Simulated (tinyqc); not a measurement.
Density of states of one tight-binding band on the square lattice: one step. Histogram.

Parameters, chosen for this exercise: bins = 10 (bins of the histogram); E_lo = -4.413 eV (lower end of the histogram); E_hi = 4.417 eV (upper end).

Distinct energies:

| E_k (eV) | points |
|---|---|
| -4.400000 | 1 |
| -2.200000 | 4 |
| 0.000000 | 6 |
| 2.200000 | 4 |
| 4.400000 | 1 |

Task: Count the points in equal bins from E_lo to E_hi; g = count/(all points x bin width).

Give: Histogram.

Result:

Histogram:

| from (eV) | to (eV) | points | g (1/eV) |
|---|---|---|---|
| -4.4130 | -3.5300 | 1 | 0.0708 |
| -3.5300 | -2.6470 | 0 | 0.0000 |
| -2.6470 | -1.7640 | 4 | 0.2831 |
| -1.7640 | -0.8810 | 0 | 0.0000 |
| -0.8810 | 0.0020 | 6 | 0.4247 |
| 0.0020 | 0.8850 | 0 | 0.0000 |
| 0.8850 | 1.7680 | 0 | 0.0000 |
| 1.7680 | 2.6510 | 4 | 0.2831 |
| 2.6510 | 3.5340 | 0 | 0.0000 |
| 3.5340 | 4.4170 | 1 | 0.0708 |

Empty bins: 5 of 10; the fullest holds 6 points. Empty bins inside the band come from the coarse mesh, not from gaps.

Computed by tinyqc, a small Python program: `OMP_NUM_THREADS=1 python tinyqc.py 1652704 1652705 out.jsonl` (the numbers bound the seed that draws the inputs); one thread of a shared host (Intel(R) Xeon(R) Processor @ 2.30GHz), about 0.09 s for the whole set of steps.
